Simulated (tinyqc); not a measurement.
Band gaps under pressure and temperature from deformation potentials: one step. How much of dE/dT is thermal expansion. Three cases, with inputs chosen for the exercise.

Task: At 300 K: dE/dT = -aV T (T + 2 bV)/(T + bV)^2; expansion alone gives 3 aT a; the rest is electron-phonon coupling.

Case 1.

Values chosen (near those of Ge, the X and L potentials typical of such crystals; not measured data): aG = -9.33 eV (volume potential of the Gamma gap); aX = 2.05 eV (volume potential of the X gap); aL = -2.65 eV (volume potential of the L gap); aV = (0.579, 0.475, 0.456) meV/K (Varshni alpha of Gamma, X, L); bV = (285, 217, 237) K (Varshni beta of Gamma, X, L); aT = 5.9 1e-6/K (linear thermal expansion near 300 K).

Case 2.

Values chosen (near those of GaSb, the X and L potentials typical of such crystals; not measured data): aG = -8.23 eV (volume potential of the Gamma gap); aX = 1.68 eV (volume potential of the X gap); aL = -3.23 eV (volume potential of the L gap); aV = (0.407, 0.484, 0.597) meV/K (Varshni alpha of Gamma, X, L); bV = (138, 98, 135) K (Varshni beta of Gamma, X, L); aT = 6.3 1e-6/K (linear thermal expansion near 300 K).

Case 3.

Values chosen (near those of InAs, the X and L potentials typical of such crystals; not measured data): aG = -6.15 eV (volume potential of the Gamma gap); aX = 1.74 eV (volume potential of the X gap); aL = -2.7 eV (volume potential of the L gap); aV = (0.286, 0.277, 0.289) meV/K (Varshni alpha of Gamma, X, L); bV = (93, 90, 89) K (Varshni beta of Gamma, X, L); aT = 4.4 1e-6/K (linear thermal expansion near 300 K).

Give: dE/dT; from expansion; remainder.

Result:

Case 1.

dE/dT (meV/K): Gamma -0.4416, X -0.3913, L -0.3672

from expansion (meV/K): Gamma -0.1651, X 0.0363, L -0.0469

remainder (meV/K): Gamma -0.2764, X -0.4276, L -0.3203

Expansion supplies 37 % of the slope at Gamma and 13 % at L; at X it works against the fall.

Case 2.

dE/dT (meV/K): Gamma -0.3666, X -0.4547, L -0.5395

from expansion (meV/K): Gamma -0.1555, X 0.0318, L -0.0610

remainder (meV/K): Gamma -0.2111, X -0.4864, L -0.4785

Expansion supplies 42 % of the slope at Gamma and 11 % at L; at X it works against the fall.

Case 3.

dE/dT (meV/K): Gamma -0.2700, X -0.2622, L -0.2739

from expansion (meV/K): Gamma -0.0812, X 0.0230, L -0.0356

remainder (meV/K): Gamma -0.1888, X -0.2852, L -0.2382

Expansion supplies 30 % of the slope at Gamma and 13 % at L; at X it works against the fall.

Computed by tinyqc, one run a case: `OMP_NUM_THREADS=1 python tinyqc.py N N+1 out.jsonl` with N = 1080874, 1080875, 1081131; one thread of a shared Intel(R) Xeon(R) Processor @ 2.30GHz, about 0.01 s a run at most.
